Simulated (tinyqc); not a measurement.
Short-channel transistor, virtual-source model with series resistance: one step of the calculation.

The current per gate width is the charge at the top of the source barrier (the virtual source) times its velocity times a saturation function; al and be are fitting constants of the model. Units: I in uA/um, Rs in ohm um, so I Rs = 1e-6 I Rs in volts; Q in uC/cm^2, so I = 1e-4 Q vx0 Fsat with vx0 in cm/s.

Question. Current through the series resistance. Intrinsic voltages Vg' = Vgs - I Rs, Vd' = Vds - 2 I Rs. n = n0 + nd Vd', VT = VT0 - dl Vd', Ff = 1/(1 + exp((Vg' - VT + al Vt/2)/(al Vt))), Q = Cinv n Vt ln(1 + exp((Vg' - VT + al Vt Ff)/(n Vt))), Vdsat = (vx0 L/mu)(1 - Ff) + Vt Ff, Fsat = u/(1 + u^be)^(1/be) with u = Vd'/Vdsat, and I(out) = Q vx0 Fsat per width. (Fsat takes the sign of u.) I(new) = I + 0.3 (I(out) - I).

Parameters, values chosen for the exercise:
```
symbol,value,unit,meaning
T,273,K,temperature
Cinv,1.74,uF/cm^2,inversion capacitance
vx0,1.72e7,cm/s,velocity at the virtual source
mu,94,cm^2/(V s),apparent mobility
L,32,nm,channel length
VT0,0.324,V,threshold at zero drain voltage
dl,0.097,V/V,drain-induced barrier lowering
n0,1.26,,subthreshold factor
nd,0,1/V,growth of n with drain voltage
al,3.5,,threshold shift (in units of Vt) from weak to strong inversion
be,1.4,,sharpness of saturation
Rs,150,ohm um,series resistance of each contact
Vgs,0.75,V,gate voltage
Vds,0.75,V,drain voltage
```

Constants: q = 1.602176634e-19 C, kB = 1.380649e-23 J/K, Vt = kB T/q. Results are converted to the units shown.

I after iteration 1 = 305.86361 uA/um

Find: Vg'; Vd'; VT; Ff; Q; Vdsat; Fsat; I(out); I after iteration 2.

Answer.

Vg' = 0.7041 V
Vd' = 0.6582 V
VT = 0.2602 V
Ff = 0.002754
Q = 0.7729 uC/cm^2
Vdsat = 0.5840 V
Fsat = 0.6455
I(out) = 858.1 uA/um
I after iteration 2 = 471.5 uA/um

Numbers from tinyqc (`OMP_NUM_THREADS=1 python tinyqc.py 2380080 2380081 out.jsonl`; about 0.01 s on one thread of a shared Intel Xeon 2.30GHz).
